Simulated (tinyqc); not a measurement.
Inside a calculation. Method: LDA (PW92) atom on a uniform radial grid, spin-unpolarised, for Be+. Computed by tinyqc, a small Python program that keeps every step. Settings: Z = 4, points = 192, R = 10.2, functional = lda,pw, mixing = 1.0, iteration cap = 86. Command: `OMP_NUM_THREADS=1 python tinyqc.py 30292 30293 out.jsonl` (the two numbers bound the seeds that draw the settings). One thread of a shared host (Intel(R) Xeon(R) Processor @ 2.60GHz), about 0.2 s of CPU time with the checks. Later iterations appear only in the table of the cycle.

## Iteration 1

Spherical atom on a uniform radial grid r_j = j h with h = R/(N + 1), h sum u^2 = 1 and integrals as h times sums, u(0) = u(R) = 0 (atomic units):
```
parameter            value
Z                        4
points N               192
R                10.200000
h                 0.052850
mixing            1.000000
electrons in 1s          2
electrons in 2s          1
```

Three-point differences turn -u''/2 + [l(l+1)/2r^2 - Z/r + V] u = e u into a tridiagonal matrix (diagonal 1/h^2 + potential, off-diagonal -1/2h^2). D = sum f u^2; the Hartree potential y/r solves y'' = -D/r with y(0) = 0, y(R) = N_e; v_xc comes from rho = D/(4 pi r^2); E = sum f e - int D V + int D (V_H/2 + eps_xc); V(new) = V + mixing (V_H + v_xc - V).

eigenvalues (hartree): 1s -7.912564, 2s -1.994445

Every 12th grid point:
```
r              V in     u(1s)      u(2s)         D       V_H       v_xc
0.634197   0.000000  0.808965  -0.265107  1.379129  3.840538  -0.707259
1.268394   0.000000  0.130404  -0.870939  0.792546  2.228024  -0.388003
1.902591   0.000000  0.015766  -0.673448  0.454030  1.556743  -0.255887
2.536788   0.000000  0.001694  -0.367867  0.135332  1.180014  -0.149623
3.170984   0.000000  0.000171  -0.170072  0.028924  0.945774  -0.082624
3.805181   0.000000  0.000017  -0.071218  0.005072  0.788365  -0.043954
4.439378   0.000000  1.55e-06  -0.027925  0.000780  0.675767  -0.022670
5.073575   0.000000  1.43e-07  -0.010448  0.000109  0.591299  -0.011376
5.707772   0.000000  1.30e-08  -0.003774  0.000014  0.525599  -0.005574
6.341969   0.000000  1.16e-09  -0.001326  1.76e-06  0.473039  -0.002676
6.976166   0.000000  1.03e-10  -0.000456  2.08e-07  0.430036  -0.001263
7.610363   0.000000         0  -0.000154  2.37e-08  0.394199  -0.000588
8.244560   0.000000         0  -0.000051  2.62e-09  0.363876  -0.000271
8.878756   0.000000         0  -0.000017  2.78e-10  0.337885  -0.000123
9.512953   0.000000         0  -5.00e-06  2.50e-11  0.315359  -0.000053
10.147150  0.000000         0  -3.03e-07         0  0.295650   0.000000
```

total energy = -13.51280381 hartree

## Iteration 2

As before.

eigenvalues (hartree): 1s -3.734434, 2s -0.404799

Every 12th grid point:
```
r              V in     u(1s)      u(2s)         D       V_H       v_xc
0.634197   3.133278  0.900879  -0.010460  1.623275  3.506894  -0.744257
1.268394   1.840021  0.239634  -0.510809  0.375774  2.043325  -0.308977
1.902591   1.300856  0.052839  -0.670210  0.454766  1.470959  -0.256013
2.536788   1.030391  0.010793  -0.613104  0.376130  1.147687  -0.203269
3.170984   0.863150  0.002115  -0.479988  0.230397  0.934708  -0.153511
3.805181   0.744411  0.000404  -0.345464  0.119346  0.784731  -0.113116
4.439378   0.653097  0.000076  -0.236398  0.055884  0.674595  -0.082270
5.073575   0.579922  0.000014  -0.156558  0.024511  0.590925  -0.059361
5.707772   0.520025  2.62e-06  -0.101347  0.010271  0.525482  -0.042581
6.341969   0.470364  4.82e-07  -0.064479  0.004158  0.473003  -0.030383
6.976166   0.428772  8.82e-08  -0.040405  0.001633  0.430025  -0.021552
7.610363   0.393611  1.61e-08  -0.024889  0.000619  0.394196  -0.015159
8.244560   0.363605  2.93e-09  -0.014913  0.000222  0.363876  -0.010493
8.878756   0.337762  5.33e-10  -0.008386  0.000070  0.337885  -0.006982
9.512953   0.315306  9.44e-11  -0.003862  0.000015  0.315359  -0.004089
10.147150  0.295650         0  -0.000283  8.03e-08  0.295650  -0.000726
```

total energy = -13.91712305 hartree

## Convergence

Stop when input and output potentials agree to 1e-7.

Course of the cycle (hartree):
```
iteration             E      e(1s)      e(2s)  largest |V(out) - V(in)|
1          -13.51280381  -7.912564  -1.994445                  5.73e+00
2          -13.91712305  -3.734434  -0.404799                  1.05e+00
3          -13.92934086  -4.294218  -0.510591                  2.00e-01
4          -13.92979204  -4.194944  -0.497145                  3.85e-02
5          -13.92980870  -4.213791  -0.499632                  7.40e-03
6          -13.92980931  -4.210183  -0.499162                  1.42e-03
7          -13.92980934  -4.210876  -0.499252                  2.73e-04
8          -13.92980934  -4.210743  -0.499235                  5.26e-05
9          -13.92980934  -4.210768  -0.499238                  1.01e-05
10         -13.92980934  -4.210763  -0.499237                  1.94e-06
11         -13.92980934  -4.210764  -0.499237                  3.74e-07
12         -13.92980934  -4.210764  -0.499237                  7.19e-08
```

Converged in 12 iterations. A uniform grid resolves the cusp poorly: for a bare nucleus this grid gives 1s at -7.91256 against -Z^2/2 = -8 hartree. Before convergence this energy mixes input and output and is not variational, so it may rise towards its limit.
